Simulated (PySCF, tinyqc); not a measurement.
MP2 on RHF in the sto-6g basis, for H4, spin multiplicity 1, step by step. The lowest restricted solution is unstable here: a spin-polarised one lies 0.0174 hartree lower (PySCF). One step of it, computed by the program tinyqc.

Problem. Iteration 10 (converged): orbitals. Diagonalise F' = X^T F X, C = X C', fill 2 alpha and 2 beta electrons from the bottom; D = 2 C_occ C_occ^T. Each column has its largest component positive (the first on a tie).

converged F (hartree):
```
           1H 1s      2H 1s      3H 1s      4H 1s
1H 1s  -0.203637  -0.409563  -0.118382   0.012517
2H 1s  -0.409563  -0.303041  -0.378294  -0.118382
3H 1s  -0.118382  -0.378294  -0.303041  -0.409563
4H 1s   0.012517  -0.118382  -0.409563  -0.203637
```

X:
```
           1H 1s      2H 1s      3H 1s      4H 1s
1H 1s   1.075411  -0.249069   0.045344  -0.007343
2H 1s  -0.249069   1.187533  -0.307102   0.045344
3H 1s   0.045344  -0.307102   1.187533  -0.249069
4H 1s  -0.007343   0.045344  -0.249069   1.075411
```

Give: F' = X^T F X; orbital energies; coefficients C; D after iteration 10.

Solution.

F' = X^T F X (hartree):
```
        1       2       3       4
1  -0.039  -0.408   0.053   0.022
2  -0.408   0.029  -0.376   0.053
3   0.053  -0.376   0.029  -0.408
4   0.022   0.053  -0.408  -0.039
```

orbital energies (hartree): MO1 -0.573, MO2 -0.344, MO3 0.209, MO4 0.689

coefficients C:
```
         MO1     MO2     MO3     MO4
1H 1s  0.285   0.543   0.714  -0.578
2H 1s  0.448   0.376  -0.456   1.009
3H 1s  0.448  -0.376  -0.456  -1.009
4H 1s  0.285  -0.543   0.714   0.578
```

D after iteration 10:
```
        1H 1s   2H 1s   3H 1s   4H 1s
1H 1s   0.752   0.663  -0.154  -0.429
2H 1s   0.663   0.683   0.118  -0.154
3H 1s  -0.154   0.118   0.683   0.663
4H 1s  -0.429  -0.154   0.663   0.752
```
